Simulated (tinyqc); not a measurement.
Ionisation ratio from the excess noise.

Inverse problem. In the local model of an avalanche photodiode F = k M + (1 - k)(2 - 1/M), k the ratio of the ionisation coefficient of the other carrier to that of the injected one. Find k and F at twice the gain.

M = 17
excess noise factor F = 3.7482353

Answer. F is linear in k: k = (F - 2 + 1/M)/(M - 2 + 1/M).

k = 0.120
F at 2 M = 5.81

Numbers from tinyqc (`OMP_NUM_THREADS=1 python tinyqc.py 2120027 2120028 out.jsonl`; about 0.03 s on one thread of a shared Intel Xeon 2.30GHz).
